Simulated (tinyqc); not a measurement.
Worked calculation: thermal stress, cracking, delamination and buckling of a thin film; Griffith cracks and misfitting inclusions. Computed by tinyqc, a small Python program that keeps every step. Command: `OMP_NUM_THREADS=1 python tinyqc.py 3021116 3021117 out.jsonl filmcrack walk`. One thread of a shared host (Intel(R) Xeon(R) Processor @ 2.30GHz), about 0.01 s of CPU time with the checks. Intermediate numbers are printed to about 5 digits and carried at full precision; extremes and crossings named in words are read from the listed rows.

Isotropic linear elasticity; the substrate is much thicker than the film; stress is positive in tension.

Inputs (values chosen for the exercise, for a model film):

| quantity | value | unit |
|---|---|---|
| film Young's modulus E | 152 | GPa |
| film Poisson ratio nu | 0.33 | - |
| film expansion alpha_f | 14.6 | 1e-6/K |
| substrate expansion alpha_s | 3.2 | 1e-6/K |
| deposition temperature T_d | 700 | K |
| final temperature T | 300 | K |
| intrinsic stress | 330 | MPa |
| film thickness h | 0.13 | micrometre |
| film toughness Gamma_f | 4.03 | J/m^2 |
| interface toughness Gamma_i | 5.5 | J/m^2 |
| substrate Young's modulus E_s | 155 | GPa |
| substrate Poisson ratio nu_s | 0.23 | - |
| flaw half length a | 3.1 | micrometre |
| substrate surface energy gamma_s | 2 | J/m^2 |
| inclusion radius R | 0.51 | micrometre |

Inclusion: sphere.

## Stress in the film

Thermal strain = (alpha_f - alpha_s)(T_d - T); stress = E/(1 - nu) x strain + intrinsic stress; plane-strain modulus Ebar = E/(1 - nu^2); G0 = stress^2 h/(2 Ebar) is the energy freed per area when a long strip loses its stress across its width.

thermal strain = 0.00456

film stress = 1364.5 MPa

Ebar = 170.58 GPa

G0 = 0.70949 J/m^2

The film ends in tension; the thermal part is 1035 MPa. Caution: at a stress above 0.4 % of E a ductile film would yield, and the elastic value is then an upper bound; a brittle film in tension cracks instead.

## Elastic mismatch

Dundurs alpha = (Ebar - Ebar_s)/(Ebar + Ebar_s), with Ebar_s = E_s/(1 - nu_s^2). The channel-crack factor is taken as g = 1.258 (1 - alpha)^(-0.7), a rough interpolation chosen for the exercise (1.258 is the value for matched materials).

Dundurs alpha = 0.020699

factor g = 1.2766

Film and substrate are nearly matched.

## Channel cracks and edge delamination

Channel crack through the film: G = pi g G0, critical thickness where G = Gamma_f. Steady delamination from an edge: G = G0, critical thickness where G = Gamma_i.

driving force for channelling = 2.8454 J/m^2

critical thickness for channelling = 0.18412 micrometre

critical thickness for delamination = 1.0078 micrometre

As the film thickens, channel cracking comes first. At h the film is safe against both.

## Griffith crack in the substrate

Through crack of length 2a in plane strain: K_Ic = sqrt(2 gamma_s E_s/(1 - nu_s^2)); fracture stress = K_Ic/sqrt(pi a). An edge crack of depth a has K larger by 1.1215.

toughness K_Ic = 0.80909 MPa m^0.5

fracture stress, inner crack = 259.26 MPa

fracture stress, edge crack = 231.18 MPa

The inner crack lowers the strength to 1.7 % of the ideal E_s/10.

## A misfitting inclusion

Film material fills a sphere of radius R in the substrate, with the misfit e = thermal strain (it wants to shrink if e > 0). Radial stress at the wall s0 = e/[(1 - 2 nu)/E + (1 + nu_s)/(2 E_s)]; inside it is uniform and hydrostatic; outside s_rr = s0 (R/r)^3, s_tt = -s_rr/2. Keep-out radius: where |s_rr| falls to 10 MPa (R if it is lower at the wall).

radial stress at the wall s0 = 734.94 MPa

mean stress inside = 734.94 MPa

keep-out radius = 2.1363 micrometre

The stress does not depend on R; its reach scales with R. Hydrostatic tension inside drives voids to form.

## Film, cylinder and sphere at the same misfit

Thermal misfit e alone, mean stress = trace/3 and largest difference of principal stresses inside. Film: E e/(1 - nu) in two directions, 0 in the third. Cylinder: s0 = (1 + nu) e/[(1 + nu)(1 - 2 nu)/E + (1 + nu_s)/E_s] twice and s_zz = E e + 2 nu s0. Sphere: e/[(1 - 2 nu)/E + (1 + nu_s)/(2 E_s)] three times.

Stresses inside (MPa):

| shape | s1 | s2 | s3 | mean | largest difference |
|---|---|---|---|---|---|
| film | 1034.5 | 1034.5 | 0.0 | 689.67 | 1034.5 |
| cylinder | 555.9 | 555.9 | 1060.0 | 723.91 | 504.1 |
| sphere | 734.9 | 734.9 | 734.9 | 734.94 | 0.0 |

The mean stress in size is 690 MPa in the film, 724 in the cylinder and 735 in the sphere, while the largest difference, twice the largest shear stress, goes from 1035 through 504 to 0. In a ductile solid shear can relax by slip and hydrostatic stress cannot, so a confined metal builds up the triaxial stress that opens voids.

Checks made by the program: fracture stress against the maximum of 4 a gamma - pi a^2 s^2/Ebar (relative difference 2e-08).
